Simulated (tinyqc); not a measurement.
Thin-film resistivity, exact integral against the thick limit.

Fuchs-Sondheimer for a film of thickness d, k = d/lam: rho0/rho = 1 - (3 (1 - ps)/(2 k)) int_1^infinity (t^-3 - t^-5)(1 - exp(-k t))/(1 - ps exp(-k t)) dt; thick limit rho/rho0 = 1 + 3 (1 - ps)/(8 k).

Values chosen for this exercise; metal values close to those of copper:
```
symbol  value     unit                               meaning
rho0     1.72  uohm cm                      bulk resistivity
lam      40.2       nm                   bulk mean free path
ps        0.4           specular share of surface scattering
```

Result of one run:
```
d (nm)        k  rho/rho0, exact  thick limit  error of the limit (%)  rho (uohm cm)
2       0.04975            4.600        5.522                    20.1          7.912
```

What becomes of these results when the film thickness d is changed from 2 to 400 nm, all else the same?

Result of the changed run:
```
d (nm)      k  rho/rho0, exact  thick limit  error of the limit (%)  rho (uohm cm)
400     9.950            1.023        1.023                 -0.0511          1.760
```

The whole series:
```
d (nm)        k  rho/rho0, exact  thick limit  error of the limit (%)  rho (uohm cm)
2       0.04975            4.600        5.522                    20.1          7.912
3.9     0.09701            3.082        3.319                    7.70          5.301
7.6      0.1891            2.185        2.190                   0.215          3.759
15       0.3731            1.649        1.603                   -2.81          2.837
28       0.6965            1.361        1.323                   -2.79          2.341
55        1.368            1.184        1.164                   -1.62          2.036
110       2.736            1.089        1.082                  -0.607          1.873
210       5.224            1.045        1.043                  -0.184          1.797
400       9.950            1.023        1.023                 -0.0511          1.760
```

rho/rho0 falls from 4.60 to 1.02. The error of the thick limit goes from 20 through a minimum of -2.8 (at d = 15 nm among the rows listed) to -0.051 %; it stays within 5 % for k of 0.1891 and above among the rows listed. The change of sign at small k is a crossing of two different laws, not agreement.

Numbers from tinyqc (`OMP_NUM_THREADS=1 python tinyqc.py 2100111 2100112 out.jsonl`; about 0.01 s on one thread of a shared Intel Xeon 2.30GHz).
